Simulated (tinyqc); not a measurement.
# CMOS latch-up, two-transistor model: what changes with what

A parasitic pnp (emitter at Vdd, base shunted by Rw) and npn (emitter at ground, base shunted by Rs) feed each other: the npn collector current flows out of the pnp base node, the pnp collector current into the npn base node. Forward-active transistors with constant gains: Icn = Isn exp(Vn/Vt), Icp = Isp (exp(Vp/Vt) - 1). A current Ii is injected into the npn base node.

Parameters, values chosen for the exercise; values close to those of bulk CMOS:
```
symbol,value,unit,meaning
T,300,K,temperature
bn,10.9,,current gain of the npn
bp,2.4,,current gain of the pnp
Isn,8e-16,A,saturation current of the npn at T
Isp,8.4e-16,A,saturation current of the pnp at T
Rs,700,ohm,substrate resistance shunting the npn
Rw,2800,ohm,well resistance shunting the pnp
R2,330,ohm,resistance from the pnp collector to the npn base
Von,0.71,V,base-emitter voltage in the on state
Vsat,0.1,V,saturation voltage
Vdd,2.5,V,supply voltage
```

Constants: q = 1.602176634e-19 C, kB = 1.380649e-23 J/K, Vt = kB T/q. Results are converted to the units shown.

Each table varies one quantity; the others keep the values above.

## Effect of the well resistance shunting the pnp

Node equations: Vp/Rw + Icp/bp = Icn and Vn/Rs + Icn/bn = Icp + Ii. Loop gain G = gn gp/[(1/Rw + gp/bp)(1/Rs + gn/bn)], gn = Icn/Vt, gp = (Icp + Isp)/Vt; the off state ends where G = 1, and Ii there is the trigger current. On state with both base-emitter voltages at Von: npn base current Ib = (Von/Rs + bp Von/Rw)/(bn bp - 1), holding current Ih = (bn + 1) Ib + Von/Rs, holding voltage Vh = Vsat + Von + R2 (Ib + Von/Rs).

Effect of the well resistance shunting the pnp:

| Rw (ohm) | Vn at trigger (V) | trigger current (mA) | Ih (mA) | Vh (V) |
|---|---|---|---|---|
| 280 | 0.7399 | 1.244 | 4.372 | 1.238 |
| 540 | 0.7224 | 1.126 | 2.987 | 1.199 |
| 1000 | 0.7060 | 1.057 | 2.300 | 1.180 |
| 2000 | 0.6877 | 1.006 | 1.897 | 1.169 |
| 3900 | 0.6704 | 0.9684 | 1.701 | 1.164 |
| 7500 | 0.6536 | 0.9381 | 1.601 | 1.161 |
| 15000 | 0.6364 | 0.9096 | 1.548 | 1.160 |
| 28000 | 0.6226 | 0.8863 | 1.523 | 1.159 |

Read the table: what changes, and by how much?

As Rw goes from 280 to 28000 ohm, the trigger current falls from 1.24 to 0.886 mA, Ih falls from 4.37 to 1.52 mA and Vh falls from 1.24 to 1.16 V. Vh exceeds the supply Vdd = 2.5 V, which then cannot sustain a latched state, in 0 of the 8 rows. For Rw = 280, 540 Vn at the trigger exceeds the fixed Von of the on-state formulas, so Ih and Vh are too low there.

## Effect of the resistance from the pnp collector to the npn base

Same model as above.

The same in every row: Vn at trigger (V) = 0.6790; trigger current (mA) = 0.9858; Ih (mA) = 1.782.

Effect of the resistance from the pnp collector to the npn base:

| R2 (ohm) | Vh (V) |
|---|---|
| 5 | 0.8154 |
| 14 | 0.8251 |
| 37 | 0.8499 |
| 100 | 0.9179 |
| 270 | 1.101 |
| 740 | 1.608 |
| 2000 | 2.968 |

Read the table: what changes, and by how much?

As R2 goes from 5 to 2000 ohm, the trigger current stays at 0.986 mA, Ih stays at 1.78 mA and Vh rises from 0.815 to 2.97 V. Vh exceeds the supply Vdd = 2.5 V, which then cannot sustain a latched state, in 1 of the 7 rows.

tinyqc, about 0.04 s, one thread, Intel Xeon 2.30GHz (shared host): `OMP_NUM_THREADS=1 python tinyqc.py 2670065 2670066 out.jsonl`
